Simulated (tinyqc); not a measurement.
The solidus: solid solubility of a dopant against its melt (retrograde solidus), clustering and the electrically active fraction. Computed by tinyqc, a small Python program. Command: `OMP_NUM_THREADS=1 python tinyqc.py 3025110 3025111 out.jsonl retro walk`. One thread of a shared host (Intel(R) Xeon(R) Processor @ 2.30GHz), about 0.01 s of CPU time with the checks.

Inputs (values chosen for the exercise, of the order of those of tin in silicon for the solubility):
```
quantity                                   value    unit
melting point of the host T_m               1687       K
heat of melting of the host H_f             50.2  kJ/mol
interaction L of the melt                    8.6  kJ/mol
enthalpy of transfer from melt to solid H  0.407      eV
entropy of transfer S                      -1.76     k_B
site density N0                            5e+22  1/cm^3
```

Constants: R = 8.314462618 J/(mol K); k_B = 8.617333262e-05 eV/K; e = 1.602176634e-19 C; N_A = 6.02214076e+23 1/mol.

Method. x_l and x_s are atom fractions of the dopant in melt and solid; the solid is dilute. Liquidus of the host: R T ln(1 - x_l) + L x_l^2 = -H_f (1 - T/T_m). Distribution: k = x_s/x_l = exp[L (1 - x_l)^2/(R T)] exp(S/k_B - H/(k_B T)), the first factor being the activity coefficient in the melt. Solubility = x_s N0; at T_m x_l = 0. The largest x_s N0 between 900 K and T_m. For an ideal melt with constant heats the maximum has x_l = H_f/(H + H_f), H in the same units.

largest solubility = 2.11325e+20 1/cm^3

temperature of the maximum = 1433.90 K

Against temperature:
```
T (K)      x_l         k  solubility (1/cm^3)  over the maximum
1000   0.96751  0.001531           7.4055e+19           0.35043
1100   0.93489  0.002359           1.1025e+20           0.52172
1200   0.87995  0.003402           1.4967e+20           0.70826
1300   0.79038  0.004710           1.8612e+20           0.88073
1400   0.64789  0.006461           2.0929e+20           0.99039
1500   0.43988  0.009165           2.0158e+20           0.95387
1580   0.24563  0.012567           1.5433e+20           0.73031
1640   0.10357  0.016033           8.3027e+19           0.39289
1675   0.02571  0.018434           2.3699e+19           0.11214
```

What follows from these numbers?

Between the first rows the Arrhenius energy of the solubility is 0.38 eV, against H = 0.407 eV; it shrinks to zero at 1434 K and turns negative beyond. A crystal saturated at the maximum precipitates dopant-rich liquid on cooling and on heating alike. Below a eutectic or compound temperature another phase would set the limit.

Extremes, crossings and ranges named in words are read from the listed rows.
